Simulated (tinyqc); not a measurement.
Equation-of-state fits to an energy-volume table made by a known binding curve: one step, computed by the program tinyqc. Command: `OMP_NUM_THREADS=1 python tinyqc.py 3015682 3015683 out.jsonl eosfit walk`. One thread of a shared host (Intel(R) Xeon(R) Processor @ 2.30GHz), about 0.03 s of CPU time with the checks.

With x = (V/V_0)^(1/3), the energy per atom is E = D [exp(-2 eta (x - 1)) - 2 exp(-eta (x - 1))], so that B0 = 2 D eta^2/(9 V_0) and B' = 1 + eta. B' = dB/dP at P = 0.

Task: Exact values of the curve. B0 and B' from the formulas above; P = -dE/dV at V = c V_0 (c the compression chosen), from the curve itself.

Inputs (values chosen for the exercise, for a model crystal): cohesive energy D = 1.42 eV/atom; true volume V_0 = 28.5 angstrom^3/atom; stiffness eta = 4.85; compression V/V_0 for the pressure test = 0.75.

Binding curve: Morse. Noise: added.

Constants: 1 eV/angstrom^3 = 160.2176634 GPa.

Give: exact B0; exact B'; exact pressure at c V_0.

Result:

exact B0 = 41.728 GPa

exact B' = 5.85

exact pressure at c V_0 = 27.191 GPa
